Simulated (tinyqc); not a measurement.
# MESFET, gradual channel with velocity saturation: effect of the donor density of the channel on saturation

A uniformly doped n-type channel, depleted from the top by a Schottky gate; at channel potential V the depleted share of a is u = sqrt((Vbi - Vg + V)/Vp), s at the source. Electrons drift with v = mu E/(1 + mu E/vsat). Abrupt depletion edge, no series resistance, source at 0.

Vbi = phiB - Vt ln(Nc/Nd); Vp = q Nd a^2/(2 eps0 eps_r); G0 = q mu Nd a W/L; Z = mu Vp/(vsat L); s = sqrt((Vbi - Vg)/Vp). I = (G0 Vp/3) F/(1 + Z (u^2 - s^2)), F = 3 (u^2 - s^2) - 2 (u^3 - s^3), with u at V = Vd; Z = 0 gives constant mobility, for which u stops at 1. The current peaks at u = um, the root of (1 - u)(1 + Z (u^2 - s^2)) = Z F/3; beyond Vdsat = Vp (um^2 - s^2) it is held at that value. gm = G0 (um - s)/(1 + Z (um^2 - s^2)).

Parameters, values chosen for the exercise; material values close to those of indium phosphide: temperature T = 300 K; relative permittivity of the semiconductor eps_r = 12.3; conduction-band density of states at T Nc = 5.63e17 cm^-3; channel thickness a = 380 nm; low-field mobility at this doping mu = 3400 cm^2/(V s); saturation velocity vsat = 1e7 cm/s; gate length L = 10 um; gate width W = 50 um; Schottky barrier phiB = 0.78 V; gate voltage Vg = 0 V.

Constants: q = 1.602176634e-19 C, kB = 1.380649e-23 J/K, Vt = kB T/q, eps0 = 8.8541878128e-14 F/cm where lengths are in cm. Results are converted to the units shown.

Effect of the donor density of the channel on saturation:

| Nd (cm^-3) | Z | um | Vdsat (V) | Isat (mA) | Isat for Z = 0 (mA) | gm (mS) |
|---|---|---|---|---|---|---|
| 1.1e16 | 0.3973 | 0.9837 | 0.4523 | 0.05468 | 0.06344 | 0.2188 |
| 1.5e16 | 0.5417 | 0.9617 | 0.7873 | 0.1749 | 0.2252 | 0.3740 |
| 2e16 | 0.7223 | 0.9342 | 1.160 | 0.4006 | 0.5769 | 0.5385 |
| 2.7e16 | 0.9751 | 0.8994 | 1.618 | 0.8268 | 1.357 | 0.7298 |
| 3.6e16 | 1.300 | 0.8614 | 2.129 | 1.519 | 2.866 | 0.9313 |
| 4.9e16 | 1.770 | 0.8171 | 2.758 | 2.728 | 6.062 | 1.167 |
| 6.6e16 | 2.384 | 0.7719 | 3.453 | 4.582 | 12.07 | 1.415 |

As Nd goes from 1.1e16 to 6.6e16 cm^-3, Vdsat rises from 0.452 to 3.45 V, Isat rises from 0.0547 to 4.58 mA and gm rises from 0.219 to 1.42 mS. Isat is 0.862 of the constant-mobility value in the first row and 0.380 in the last.

tinyqc, about 0.04 s, one thread, Intel Xeon 2.30GHz (shared host): `OMP_NUM_THREADS=1 python tinyqc.py 2500021 2500022 out.jsonl`
